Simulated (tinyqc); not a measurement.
Ellipsometry and reflectance of a transparent film on an absorbing substrate: one step of the calculation.

Air (index 1), film, substrate with N2 = n2 - i k2; time factor exp(+i w t). q_j = sqrt(N_j^2 - sin^2 th), root with positive real part. Fresnel coefficients r_s = (q_a - q_b)/(q_a + q_b), r_p = (N_b^2 q_a - N_a^2 q_b)/(N_b^2 q_a + N_a^2 q_b). tan(Psi) exp(i Delta) = R_p/R_s, Delta taken from 0 to 360 degrees.

Question. Interface coefficients and thickness period. q0, q1, q2 and the coefficients r01 and r12 for p and s; the results repeat in d with the period lam/(2 q1).

Values chosen for this exercise; indices close to those of aluminium oxide on silicon:
```
symbol   value     unit                                  meaning
lam        800       nm                               wavelength
th          60  degrees                       angle of incidence
n1       1.674                     index of the transparent film
n2       3.692                            index of the substrate
k2      0.0065           extinction coefficient of the substrate
```

Give: q0; q1; q2; r01,p; r01,s; r12,p; r12,s; period.

Answer.

q0 = 0.50000
q1 = 1.4326
q2 = 3.5890-0.0067i
r01,p = -0.011095
r01,s = -0.48256
r12,p = 0.32010-0.00074i
r12,s = -0.42943+0.00076i
period = 279.22 nm

tinyqc, about 0.01 s, one thread, Intel Xeon 2.30GHz (shared host): `OMP_NUM_THREADS=1 python tinyqc.py 2870174 2870175 out.jsonl`
